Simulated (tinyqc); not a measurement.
Hall factor, magnetoresistance and optical conductivity for a power-law relaxation time. From one set of inputs to another, one input at a time. Computed by tinyqc, a small Python program. Command: `OMP_NUM_THREADS=1 python tinyqc.py 3019092 3019093 out.jsonl magneto ladder`. One thread of a shared host (Intel(R) Xeon(R) Processor @ 2.30GHz), about 0.01 s of CPU time with the checks.

One spherical parabolic band, tau(E) = tau_0 x^s with x = E/(k_B T). Landau quantisation is left out.

The inputs printed are set A. Inputs not listed in the table keep their values of set A, so the rows need not describe a real material.

Inputs (values chosen for the exercise, with a mass close to that of electrons in GaN):
```
quantity,value,unit
effective mass m,0.21,m_0
exponent s,1.5,-
tau_0,43,fs
reduced Fermi level eta,-5,-
temperature T,100,K
magnetic field B,4.9,T
frequency f,1.4,THz
background permittivity eps_inf,5.9,-
```

Constants: m_0 = 9.1093837015e-31 kg; k_B = 1.380649e-23 J/K; hbar = 1.054571817e-34 J s; e = 1.602176634e-19 C; eps_0 = 8.8541878128e-12 F/m; c = 299792458 m/s.

Method:
- <y> = int y x^(3/2) f (1 - f) dx / int x^(3/2) f (1 - f) dx, f = 1/(1 + exp(x - eta)).
- Integrals over x = E/(k_B T) use 160 Gauss-Legendre points in u = sqrt(x) from 0 to sqrt(max(eta, 0) + 45).
- n = (2 m k_B T)^(3/2)/(3 pi^2 hbar^3) int x^(3/2) f (1 - f) dx; moments in units of tau_0.
- mu = e <tau>/m; weak field r_H = <tau^2>/<tau>^2 and MR = c (mu B)^2, c = <tau^3>/<tau>^3 - r_H^2; strong field r_H = 1 and MR = <tau> <1/tau> - 1.
- With w_c = e B/m: sigma_xx = (n e^2/m) <tau/(1 + w_c^2 tau^2)>, sigma_xy = (n e^2/m) <w_c tau^2/(1 + w_c^2 tau^2)>; r_H = (n e/B) sigma_xy/(sigma_xx^2 + sigma_xy^2); MR = sigma_0 sigma_xx/(sigma_xx^2 + sigma_xy^2) - 1, sigma_0 = n e^2 <tau>/m.
- sigma(w) = (n e^2/m) <tau/(1 - i w tau)>, w = 2 pi f; eps = eps_inf + i sigma/(eps_0 w); N = sqrt(eps); absorption coefficient 2 w Im N/c; reflectivity |(N - 1)/(N + 1)|^2; plasma frequency sqrt(n e^2/(eps_inf eps_0 m))/(2 pi).

Each row keeps all changes above it:
```
input moved,from,to,magnetoresistance MR (%),sigma_xx (S/cm),absorption coefficient (1/cm)
set A,-,-,24.6,0.3560,27.77
tau_0 (fs),43,400,100.3,0.2227,10.39
magnetic field B (T),4.9,12,138.1,0.0505,10.39
effective mass m (m_0),0.21,0.27,127.7,0.0882,11.87
background permittivity eps_inf,5.9,13.8,127.7,0.0882,7.50
temperature T (K),100,200,127.7,0.2495,22.24
frequency f (THz),1.4,1.8,127.7,0.2495,13.97
```

Magnetoresistance MR goes from 24.6 to 128, a factor 5.18 in all. The largest single move comes from tau_0 (a factor 4.07). sigma_xx goes from 0.356 to 0.249, a factor 0.701 in all. The largest single move comes from magnetic field B (a factor 0.227), and temperature T works against it (a factor 2.83). Absorption coefficient goes from 27.8 to 14.0, a factor 0.503 in all. The largest single move comes from temperature T (a factor 2.97), but it runs against the net change; the largest move in the direction of the net change is tau_0 (a factor 0.374). The single moves hold for this order of the switches; the total does not depend on the order.

Extremes, crossings and ranges named in words are read from the listed rows.
